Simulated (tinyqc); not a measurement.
# Gated two-dimensional channel with two bands, quantum capacitance: effects of single changes

phi is the Fermi level above the lowest band edge, in volts; Vg is counted from the gate voltage at which an empty channel would have phi = 0. The channel has no thickness; trap charge is -q Dit phi.

Values chosen for this exercise; lowest band close to that of a thin germanium body:
- T = 300 K (temperature)
- eox = 3.9 (relative permittivity of the gate insulator (close to silicon dioxide))
- tox = 10 nm (insulator thickness)
- md = 0.0806 m0 (in-plane mass)
- gv = 1 (valley degeneracy)
- m2 = 0.15 m0 (in-plane mass of a second band, chosen freely)
- g2 = 1 (valley degeneracy of that band, chosen freely)
- E2 = 0.29 eV (second band edge above the first)
- Dit = 0 cm^-2 eV^-1 (density of traps)
- Vg = 0.98 V (gate voltage)

Constants: q = 1.602176634e-19 C, kB = 1.380649e-23 J/K, hbar = 1.054571817e-34 J s, m0 = 9.1093837015e-31 kg, Vt = kB T/q, eps0 = 8.8541878128e-14 F/cm where lengths are in cm. Results are converted to the units shown.

Each table varies one quantity; the others keep the values above.

## Effect of the gate voltage

D1 = gv md m0 q/(pi hbar^2), D2 = g2 m2 m0 q/(pi hbar^2) per eV; n1 = D1 Vt ln(1 + exp(phi/Vt)), n2 = D2 Vt ln(1 + exp((phi - E2)/Vt)), n = n1 + n2; Cq = q dn/dphi = q [D1/(1 + exp(-phi/Vt)) + D2/(1 + exp((E2 - phi)/Vt))]. Cox = eps0 eox/tox; Vg = phi + q (n + Dit phi)/Cox. 1/C_G = 1/Cox + 1/(Cq + q Dit); dphi/dVg = Cox/(Cox + Cq + q Dit).

The same in every row: Cox (uF/cm^2) = 0.3453.

Effect of the gate voltage:
```
Vg (V),phi (V),n (cm^-2),Cq (uF/cm^2),C_G (uF/cm^2),dphi/dVg,share of the second band (%)
-0.2,-0.2002,3.774e8,0.002339,0.002323,0.9933,0.002501
0,-0.05155,1.111e11,0.6464,0.2251,0.3482,0.002667
0.2,-0.009909,4.524e11,2.187,0.2982,0.1364,0.003279
0.4,0.01233,8.355e11,3.329,0.3129,0.09398,0.004197
0.6,0.02932,1.230e12,4.082,0.3184,0.07800,0.005499
0.8,0.04407,1.629e12,4.565,0.3210,0.07032,0.007345
1,0.05768,2.031e12,4.872,0.3225,0.06618,0.009975
1.2,0.07065,2.434e12,5.067,0.3233,0.06380,0.01375
1.4,0.08326,2.838e12,5.191,0.3238,0.06238,0.01920
1.6,0.09564,3.242e12,5.270,0.3241,0.06150,0.02713
```

As Vg goes from -0.2 to 1.6, Cq rises from 0.00234 to 5.27 uF/cm^2, C_G/Cox rises from 0.00673 to 0.939 and n rises from 3.77e8 to 3.24e12 cm^-2. Cq is below Cox for Vg = -0.2; there the density of states limits the response dn/dVg more than the insulator does.

## Effect of the density of traps

Same model as above.

The same in every row: Cox (uF/cm^2) = 0.3453.

Effect of the density of traps:
```
Dit (cm^-2 eV^-1),phi (V),n (cm^-2),Cq (uF/cm^2),C_G (uF/cm^2),dphi/dVg,share of the second band (%)
0,0.05635,1.991e12,4.848,0.3224,0.06650,0.009667
1e11,0.05618,1.985e12,4.844,0.3224,0.06633,0.009628
3e11,0.05583,1.975e12,4.838,0.3225,0.06601,0.009551
7e11,0.05516,1.955e12,4.824,0.3227,0.06538,0.009401
2e12,0.05306,1.892e12,4.781,0.3234,0.06339,0.008956
4e12,0.05009,1.804e12,4.716,0.3244,0.06056,0.008375
1e13,0.04277,1.592e12,4.529,0.3269,0.05332,0.007146
3e13,0.02827,1.203e12,4.041,0.3323,0.03756,0.005397
```

As Dit goes from 0 to 3e13, Cq falls from 4.85 to 4.04 uF/cm^2, C_G/Cox rises from 0.934 to 0.962 and n falls from 1.99e12 to 1.20e12 cm^-2. Cq exceeds Cox in every row, so the insulator is the tighter limit, though Cq still cuts C_G by up to 6.6 %.

Numbers from tinyqc (`OMP_NUM_THREADS=1 python tinyqc.py 2200060 2200061 out.jsonl`; about 0.01 s on one thread of a shared Intel Xeon 2.30GHz).
